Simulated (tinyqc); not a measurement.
Worked calculation: heat flow across a film from the phonon Boltzmann equation in the relaxation-time approximation. Computed by tinyqc, a small Python program that keeps every step. Command: `OMP_NUM_THREADS=1 python tinyqc.py 3025014 3025015 out.jsonl slabbte walk`. One thread of a shared host (Intel(R) Xeon(R) Processor @ 2.30GHz), about 0.01 s of CPU time with the checks. Intermediate numbers are printed to about 6 digits and carried at full precision; extremes and crossings named in words are read from the listed rows.

Two black walls, hot at x = 0 and cold at x = L, emit phonons isotropically. For one free path Lambda, with tau = x/Lambda, tau_L = L/Lambda and phi = (T - T_cold)/Delta T, energy balance gives phi(tau) = (1/2) [E2(tau) + int_0^tau_L phi(s) E1(|tau - s|) ds]; E_n are the exponential integrals. The flux over the ballistic flux C v Delta T/4 is psi = 1 - 2 int_0^tau_L phi(s) E2(s) ds, and kappa_eff/kappa = (3/4) tau_L psi. kappa = C v Lambda/3 is an input, so at fixed kappa a longer free path means a smaller C v.

Inputs (values chosen for the exercise, modelled on indium phosphide):

| quantity | value | unit |
|---|---|---|
| bulk conductivity kappa | 69.8 | W/(m K) |
| film thickness L | 390 | nm |
| wall temperature difference Delta T | 6.2 | K |
| free path Lambda_1 | 81 | nm |
| free path Lambda_2 | 370 | nm |
| share f_2 of kappa | 0.25 | - |
| free path Lambda_3 | 3200 | nm |
| share f_3 of kappa | 0.13 | - |
| cells n in the small system | 4 | - |

Free-path groups: three.

## The small linear system for Lambda_1

Cut the film into n equal cells with constant phi, collocated at the centres c_i: the kernel integrates to A_ij = |E2(|c_i - e_j|) - E2(|c_i - e_(j+1)|)|/2 for cell edges e_j, and A_ii = 1 - E2(half a cell); solve (1 - A) phi = E2(c)/2; psi = 1 - 2 sum_j phi_j [E3(e_j) - E3(e_(j+1))].

optical thickness tau_L = 4.81481

1 - A, lower triangle (symmetric):
```
           1          2          3         4
1   0.275344
2  -0.113443   0.275344
3  -0.018968  -0.113443   0.275344
4  -0.004017  -0.018968  -0.113443  0.275344
```

right-hand side E2(c)/2: 0.137672  0.0242286  0.00526091  0.00124430

flux weights E3(e_j) - E3(e_(j+1)): 0.416476  0.0652845  0.0138979  0.00325831

## Temperature profile and flux in the small system

In short, (1 - A) phi = b and psi = 1 - 2 sum_j w_j phi_j, with b the right-hand side and w_j the flux weights; the cells divide 0 to tau_L.

phi at the cell centres: 0.775030  0.591226  0.408774  0.224970

psi, small system = 0.264414

## Fine solution for Lambda_1

Use 150 and 300 cells and extrapolate psi = (4 psi(300) - psi(150))/3. The jump at the hot wall is 1 - phi there (linear extrapolation from the first two of 300 cells). Two-flux (diffusion with slip) formula: psi = 1/(1 + 3 tau_L/4).

psi for Lambda_1 = 0.213826

kappa_eff/kappa for Lambda_1 = 0.772151

jump at the wall / Delta T for Lambda_1 = 0.0931829

psi, two-flux formula = 0.216867

The small system misses psi by +23.66 %, since its cells are thicker than a free path, and the two-flux formula by +1.4 %. For Lambda_1 alone: Transport is nearly diffusive: the jumps are small.

## Conductivity, flux and boundary resistance of the film

Each group is solved on its own with 150 and 300 cells, psi = (4 psi(300) - psi(150))/3, and weighted by its share of kappa (f_1 is what the others leave); exchange of energy between groups inside the film is left out. Flux J = kappa_eff Delta T/L; apparent boundary resistance per wall (L/kappa_eff - L/kappa)/2.

kappa_eff = 41.6258 W/(m K)

kappa_eff/kappa = 0.596359

flux J = 0.661744 GW/m^2

apparent resistance per wall = 1.89090 m^2 K/GW

## Exact and approximate size effects

Two-flux: kappa_eff/kappa = sum f_i/(1 + 4 Lambda_i/(3 L)). Matthiessen with the thickness: sum f_i/(1 + Lambda_i/L). Ballistic limit: sum f_i 3 L/(4 Lambda_i).

Kappa_eff/kappa:

| L (nm) | Boltzmann | two-flux | Matthiessen | ballistic limit |
|---|---|---|---|---|
| 2.4 | 0.0146776 | 0.0147617 | 0.0195503 | 0.0150671 |
| 8.1 | 0.0468458 | 0.0475406 | 0.0620476 | 0.0508515 |
| 20 | 0.104622 | 0.107222 | 0.136400 | 0.125559 |
| 49 | 0.210865 | 0.217567 | 0.264889 | 0.307620 |
| 120 | 0.368117 | 0.378785 | 0.436073 | 0.753356 |
| 320 | 0.560137 | 0.570982 | 0.622523 | 2.00895 |
| 810 | 0.714772 | 0.723172 | 0.761506 | 5.08515 |
| 2000 | 0.824518 | 0.830259 | 0.856838 | 12.5559 |

The two-flux formula lies above the Boltzmann result by at most about 3.2 % (at L = 49 nm); the Matthiessen form is high by up to 33 %, since it misses the factor 3/4 of the ballistic limit. The thinnest film reaches 97 % of that limit, and the thickest, 25 Lambda_1, only 82 % of the bulk value: the long free paths keep the size effect alive far beyond Lambda_1. Rows below about 10 nm are near the phonon wavelength, where a particle picture fails.

Checks made by the program: symmetry phi(tau) + phi(tau_L - tau) = 1 (relative difference below 1e-10); thick-film limit psi = 1/(3 tau_L/4 + 1.0657) at tau_L = 20 (relative difference 2e-04).
